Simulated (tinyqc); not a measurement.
Vacuum evaporation: vapour pressure, source flux, thickness distribution, purity and step coverage: one step, computed by the program tinyqc. Command: `OMP_NUM_THREADS=1 python tinyqc.py 3113203 3113204 out.jsonl evap walk`. One thread of a shared host (Intel(R) Xeon(R) Processor @ 2.30GHz), about 0.01 s of CPU time with the checks.

Molecular flow, unit sticking of the metal, no re-evaporation. The background gas is taken as water vapour (18.015 g/mol, collision diameter 0.37 nm) at 300 K.

Problem. Rate and uniformity on a fixed wafer above the source. A small source emits (n + 1) Phi area cos^n(phi)/(2 pi) per solid angle; on a parallel plane at height h and lateral distance l the arrival rate is (n + 1) Phi area/(2 pi h^2) x (1 + (l/h)^2)^(-(n + 3)/2). Growth rate = arrival rate x m/rho, m = M u. The wafer is fixed and centred above the source.

Inputs (values chosen for the exercise, modelled on germanium, with constants for the liquid):
```
quantity,value,unit
molar mass M,72.63,g/mol
film density rho,5.32,g/cm^3
source temperature T,1700,K
source area,5,cm^2
directionality n,1,-
source-to-wafer distance h,16,cm
wafer radius R,10,cm
```

flux Phi = 1.687774e+18 1/(cm^2 s)

Constants: u = 1.6605390666e-27 kg.

Give: arrival rate at the centre; growth rate at the centre; edge over centre; non-uniformity (max - min)/(max + min); share of the material that lands on the wafer, 1 - (1 + (R/h)^2)^(-(n + 1)/2).

Solution.

arrival rate at the centre = 1.049e+16 1/(cm^2 s)

growth rate at the centre = 2.379 nm/s

edge over centre = 0.5171

non-uniformity (max - min)/(max + min) = 31.83 %

share of the material that lands on the wafer, 1 - (1 + (R/h)^2)^(-(n + 1)/2) = 28.09 %
